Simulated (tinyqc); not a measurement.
# Quantum point contact as a saddle point: what changes with what

Potential V0 - m wx^2 x^2/2 + m wy^2 y^2/2; energies are counted from V0. Mode n = 0, 1, ... transmits T_n(E) = 1/(1 + exp(-2 pi (E - E_n)/wx)), E_n = wy (n + 1/2); each mode carries 2 q^2/h.

Parameters, values chosen for the exercise:
```
symbol,value,unit,meaning
T,4.2,K,temperature
wy,4.5,meV,transverse quantum hbar wy
wx,4.4,meV,curvature of the barrier hbar wx
mu,16.01,meV,Fermi level above the saddle point
```

Constants: q = 1.602176634e-19 C, kB = 1.380649e-23 J/K, Vt = kB T/q. Results are converted to the units shown.

Each table varies one quantity; the others keep the values above.

## Differential conductance at finite bias

g(T) = int g(E) (-df/dE) dE = int g(mu + x kB T) dx/(4 cosh^2(x/2)), g(E) the zero-temperature value at E, g = G/(2 q^2/h). With the bias V split evenly and the saddle held fixed, dI/dV = [g(mu + V/2) + g(mu - V/2)]/2, each thermally averaged.

Differential conductance at finite bias:
```
V (mV)	g(mu + V/2)	g(mu - V/2)	dI/dV
0	3.580	3.580	3.580
0.9	3.710	3.441	3.576
1.8	3.819	3.309	3.564
2.7	3.905	3.196	3.550
3.6	3.973	3.107	3.540
4.5	4.037	3.037	3.537
5.4	4.107	2.973	3.540
6.3	4.196	2.905	3.550
7.2	4.309	2.819	3.564
8.1	4.441	2.710	3.576
9	4.580	2.580	3.580
9.9	4.710	2.441	3.576
```

Read the table: what changes, and by how much?

dI/dV moves up and down between 3.54 and 3.58 in units of 2 q^2/h. Right-movers gain modes (3.58 to 4.71) while left-movers lose them (3.58 to 2.44).

## Plateau quality against the barrier curvature

Same model as above.

Plateau quality against the barrier curvature:
```
wx (meV)	slope wy dg/dmu at mu = wy	slope at mu = 1.5 wy	g at mu = wy
0.67	0.05712	2.920	1.000
1.61	0.1150	2.405	1.000
2.54	0.2609	1.958	1.000
3.47	0.4520	1.629	1.000
4.4	0.6266	1.401	1.000
5.34	0.7590	1.247	1.000
6.27	0.8459	1.150	1.001
7.2	0.8981	1.088	1.003
```

What does the comparison show?

The slope on the first plateau rises from 0.0571 to 0.898 and the slope on the second riser falls from 2.92 to 1.09; a slope of 1 everywhere means no steps at all. The plateau slope passes 0.5 at wx = 4.4 meV among the rows.

tinyqc, about 0.03 s, one thread, Intel Xeon 2.30GHz (shared host): `OMP_NUM_THREADS=1 python tinyqc.py 2740038 2740039 out.jsonl`
